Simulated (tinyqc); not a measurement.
Stability and critical current from long pulses.

Inverse problem. For long pulses a magnetic tunnel junction switches at I = Ic0 [1 - ln(tp/t0)/Delta]. Find Ic0 and Delta.

Parameters, values chosen for the exercise:
- t0 = 1 ns (attempt time)

switching current for pulses of 0.0001 and 0.01 s (uA): 16.208377  14.870882

Solution. I is linear in ln tp: it equals Ic0 at tp = t0, and the slope is -Ic0/Delta.

Ic0 = 19.6 uA
Delta = 67.3

Program tinyqc, `OMP_NUM_THREADS=1 python tinyqc.py 2450066 2450067 out.jsonl`; Intel Xeon 2.30GHz, shared host, one thread, about 0.01 s.
